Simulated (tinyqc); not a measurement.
Free and nearly free electrons in a metal: sweeps and comparisons. A value that a table varies takes the place of the one given here.

The cubic cell holds 2 atoms: n = 2 z/a^3, kF = (3 pi^2 n)^(1/3), EF = c kF^2/m, vF = 2 c kF/(m hbar), c = hbar^2/2m0; rs = (3/(4 pi n))^(1/3)/a0; D(EF) = 3 n/(2 EF).

Two plane waves k and k - G, G = (110) (2 pi/a): H = [[c k^2/m, V], [V, c (k - G)^2/m]] with c = hbar^2/2m0.

Square wire of width w with grain size w: rho/rho0 = 1/(1 - 3 al/2 + 3 al^2 - 3 al^3 ln(1 + 1/al)) + (3/4) (1 - p) l/w, with al = (l/w) Rg/(1 - Rg) (Mayadas-Shatzkes plus the thick-wire form of Fuchs-Sondheimer); l = hbar kF/(n e^2 rho), e = 1.602176634e-19 C.

Constants: hbar^2/2m0 = 3.80998211 eV angstrom^2; hbar = 6.58211957e-16 eV s; a0 (Bohr radius) = 0.5291772105 angstrom.

Parameters, chosen for this exercise (near those of Li; not measured data): a = 3.485 angstrom (bcc lattice constant); z = 1 (free electrons an atom); m = 1 m0 (mass); rho = 9.45 micro-ohm cm (bulk resistivity); p = 0 (specularity of the surfaces); Rg = 0.42 (reflection at grain boundaries); w = 30 nm (wire width).

## When the Fermi surface touches the face

On the face the lower band is E = c (G^2/4 + q^2)/m - V, q along the face. EF is held at its free value. A neck opens where EF > c G^2/(4m) - V, with radius q; the second band fills where EF > c G^2/(4m) + V.

Necks:
```
V (eV)  lower band at the face centre (eV)  neck radius (1/angstrom)  radius/kF
0.2                                  5.992                         -          -
0.5                                  5.692                         -          -
0.8                                  5.392                         -          -
1.1                                  5.092                         -          -
1.4                                  4.792                         -          -
1.8                                  4.392                    0.3132      0.280
2.2                                  3.992                    0.4506      0.403
2.6                                  3.592                    0.5550      0.496
```

EF = 4.766 eV
c G^2/(4m) = 6.192 eV

Contact needs V > 1.426 eV. It is first met at V = 1.8 eV of those listed, and the radius then grows as the square root of the excess, to 0.496 kF at 2.6 eV. EF is held at its free value here; a count of states lowers it as V grows, strongly for V of an eV or more, so the threshold is a lower bound, the radii are upper bounds, and some necks may vanish.

## Resistivity of narrow wires

Wires:
```
w (nm)     al  grain term (factor - 1)  surface term  rho (micro-ohm cm)
200     0.037                    0.055         0.039               10.34
100     0.075                    0.109         0.077               11.21
50      0.149                    0.215         0.154               12.94
30      0.248                    0.354         0.257               15.23
20      0.373                    0.526         0.386               18.07
14      0.532                    0.745         0.551               21.70
10      0.745                    1.034         0.772               26.51
7       1.064                    1.465         1.103               33.71
```

l = 10.29 nm

At 7 nm the resistivity is 3.57 times the bulk value; grain boundaries add more (1.46 from grains, 1.10 from surfaces). It passes twice the bulk value between 20 and 14 nm. The surface formula is meant for w above l = 10 nm, so the rows below that are rough.

## What sets the wire resistivity

All results formed anew. Each row changes one parameter from the base and keeps the others.

Results:
```
case                      EF (eV)  l (nm)  wire rho (micro-ohm cm)
base                        4.766   10.29                   15.231
a = 3.59 angstrom           4.491   10.92                   15.579
m = 1.2 m0                  3.972   10.29                   15.231
rho = 11.34 micro-ohm cm    4.766    8.58                   17.136
p = 0.3                     4.766   10.29                   14.502
Rg = 0.294                  4.766   10.29                   13.833
w = 21 nm                   4.766   10.29                   17.664
```

The largest shifts from the base row, up to three for each result and ties (the steps differ in size, so this ranks the rows, not the parameters). EF (eV): m -0.794, a -0.275; unchanged at the printed digits by rho, p, Rg and w. l (nm): rho -1.72, a +0.63; unchanged at the printed digits by m, p, Rg and w. wire rho (micro-ohm cm): w +2.433, rho +1.905, Rg -1.398; unchanged at the printed digits by m. The mass drops out of l at given rho, because vF falls and tau rises by the same factor.

(tinyqc, `OMP_NUM_THREADS=1 python tinyqc.py 1652507 1652508 out.jsonl`, Intel(R) Xeon(R) Processor @ 2.30GHz, 1 thread, shared host, about 0.01 s.)
